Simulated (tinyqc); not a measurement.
Hole mobility in a silicon inversion layer, empirical terms and Matthiessen rule: effect of the temperature.

Inversion layer of sheet density Ns on a uniformly doped body, under a high-permittivity gate with an interlayer. The mobility terms are empirical power laws with prefactors chosen for the exercise; adding their inverses (Matthiessen) is itself an approximation.

Nc and Nv are given at 300 K and scale as (T/300 K)^1.5; Eg is fixed. ni = sqrt(Nc Nv) exp(-Eg/(2 Vt)), Eg in volts; Ndep = sqrt(2 eps0 eps_r Nb (2 Vt ln(Nb/ni) + Vsb)/q); E = q (Ndep + eta Ns)/(eps0 eps_r), in MV/cm. With t = T/(300 K): muC = Ac (Ns/1e12 cm^-2) t/(Nb/1e17 cm^-3 + Nit/1e11 cm^-2), muP = Ap E^(-1/3) t^(-1.75), muS = As E^(-gs), muR = Ar exp(2 ti/lr)/t; 1/mu is the sum of the inverses.

Parameters, values chosen for the exercise; material values close to those of silicon: band gap Eg = 1.13 eV; relative permittivity of the semiconductor eps_r = 11.7; conduction-band density of states at the reference temperature Nc = 2.78e19 cm^-3; valence-band density of states at the reference temperature Nv = 2.66e19 cm^-3; body doping Nb = 9.4e16 cm^-3; reverse body bias Vsb = 0.6 V; weight of the inversion charge in the effective field eta = 0.3333; phonon-limited mobility at 1 MV/cm and 300 K Ap = 123 cm^2/(V s); roughness-limited mobility at 1 MV/cm As = 287 cm^2/(V s); exponent of the roughness term gs = 1; Coulomb prefactor Ac = 830 cm^2/(V s); charge at the interface Nit = 2.2e11 cm^-2; remote-phonon mobility without interlayer Ar = 340 cm^2/(V s); interlayer thickness ti = 0.8 nm; decay length of remote phonons lr = 0.7 nm; inversion density Ns = 7.1e11 cm^-2.

Constants: q = 1.602176634e-19 C, kB = 1.380649e-23 J/K, Vt = kB T/q, eps0 = 8.8541878128e-14 F/cm where lengths are in cm. Results are converted to the units shown.

Effect of the temperature:
```
T (K)	E (MV/cm)	muC (cm^2/(V s))	muP (cm^2/(V s))	muS (cm^2/(V s))	muR (cm^2/(V s))	mu (cm^2/(V s))
120	0.2550	75.07	964.0	1125	8358	65.08
160	0.2523	100.1	584.8	1138	6268	78.50
200	0.2493	125.1	397.3	1151	5015	86.38
250	0.2453	156.4	270.3	1170	4012	89.31
300	0.2410	187.7	197.7	1191	3343	86.76
350	0.2365	219.0	151.9	1214	2866	81.14
400	0.2317	250.2	121.0	1239	2507	74.27
450	0.2267	281.5	99.21	1266	2229	67.25
```

What does the table show?

As T goes from 120 to 450 K, E falls from 0.255 to 0.227 MV/cm and mu goes from 65.1 through a maximum of 89.3 (at T = 250 K among the rows listed) to 67.2 cm^2/(V s). The smallest term is the Coulomb one in the first row and the phonon one in the last. Coulomb scattering weakens and phonon scattering grows with T, hence the maximum. For T = 120 to 160 K dopant freeze-out and degenerate screening, left out here, matter.

Numbers from tinyqc (`OMP_NUM_THREADS=1 python tinyqc.py 2510044 2510045 out.jsonl`; about 0.01 s on one thread of a shared Intel Xeon 2.30GHz).
